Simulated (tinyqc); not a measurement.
Bandgap voltage reference from two bipolar transistors: one step of the calculation.

Two transistors of area 1 and N carry the same current I. Is(T) = Is (T/T0)^eta exp[(Vg0 q/kB)(1/T0 - 1/T)], VBE1 = Vt ln(I/Is(T)) + I rb, VBE2 = Vt ln(I/(N Is(T))) + I rb/N. The amplifier forces I R1(T) = VBE1 - VBE2 + Vos, with R(T) = R (1 + tc (T - T0)) for both resistors, and the output is Vref = VBE1 + I R2(T). Base currents and the Early effect are neglected.

Question. Operating point at the reference temperature. Vt = kB T/q; I = (Vt ln N + Vos)/(R1(T) - rb (1 - 1/N)). Evaluate at T = T0.

Parameters, values chosen for the exercise; values of the order met in silicon bipolar transistors:
```
symbol  value   unit                                                   meaning
T0        300      K                                     reference temperature
Vg0     1.149      V                      band-gap voltage extrapolated to 0 K
eta       4.4                   temperature exponent of the saturation current
Is      2e-16      A           saturation current of the unit transistor at T0
N          24                              area ratio of the second transistor
R1        3.6   kohm  resistor across which the difference of VBE falls, at T0
tc       1000  ppm/K                 temperature coefficient of both resistors
Vos       2.3     mV                                   offset of the amplifier
rb          0    ohm                  series resistance of the unit transistor
R2      26.21   kohm                                     output resistor at T0
```

Constants: q = 1.602176634e-19 C, kB = 1.380649e-23 J/K. Results are converted to the units shown.

Wanted: Vt; I; Is(T); VBE1; I R2; Vref.

Answer.

Vt = 0.025852 V
I = 23.461 uA
Is(T) = 2.0000e-16 A
VBE1 = 0.65892 V
I R2 = 0.61491 V
Vref = 1.2738 V

Numbers from tinyqc (`OMP_NUM_THREADS=1 python tinyqc.py 2062123 2062124 out.jsonl`; about 0.02 s on one thread of a shared Intel Xeon 2.30GHz).
